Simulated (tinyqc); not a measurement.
Conduction-band offset of an n-N heterojunction from carrier-profile moments: one step of the calculation.

Layer 1 (x < 0) accumulates electrons and layer 2 (x > 0) is depleted. Boltzmann statistics. The bands bend down by V1 in layer 1 and up by V2 in layer 2, with V1 + V2 = VD = dE + Vt ln[(N2/Nc2)/(N1/Nc1)].

Problem. Division of the diffusion potential. Sheet densities from the first integral: Q1 = sqrt((2 eps0 eps_r Vt N1/q)(exp(u1) - u1 - 1)) extra electrons, Q2 = sqrt((2 eps0 eps_r Vt N2/q)(exp(-u2) + u2 - 1)) missing ones, u = V/Vt; neutrality Q1 = Q2 + si. Q1 - Q2 rises steadily with V1, so V1 follows by bisection.

Inputs (values chosen for the exercise); values of the order of III-V alloys: temperature T = 350 K; relative permittivity of both layers eps_r = 12.9; density of states of the narrow-gap layer 1 Nc1 = 7e17 cm^-3; density of states of the wide-gap layer 2 Nc2 = 1e18 cm^-3; conduction-band offset dE = 0.3 eV; donor density in layer 1 N1 = 4.8e15 cm^-3; donor density in layer 2 N2 = 6.5e16 cm^-3; fixed charge at the interface si = 0 cm^-2.

Constants: q = 1.602176634e-19 C, kB = 1.380649e-23 J/K, Vt = kB T/q, eps0 = 8.8541878128e-14 F/cm where lengths are in cm. Results are converted to the units shown.

Wanted: VD; V1; V2; Q1; n at x = 0-; n at x = 0+.

Solution.

VD = 0.36783 V
V1 = 0.13749 V
V2 = 0.23035 V
Q1 = 4.3074e11 cm^-2
n at x = 0- = 4.5814e17 cm^-3
n at x = 0+ = 3.1339e13 cm^-3

n drops across the interface by 14600 = (Nc1/Nc2) exp(dE/Vt).

Range of the model: The accumulated density at the interface nears Nc1, where degeneracy and quantisation set in.

Computed by the program tinyqc: `OMP_NUM_THREADS=1 python tinyqc.py 2410071 2410072 out.jsonl`, one thread of a shared Intel Xeon 2.30GHz, about 0.07 s for the whole run.
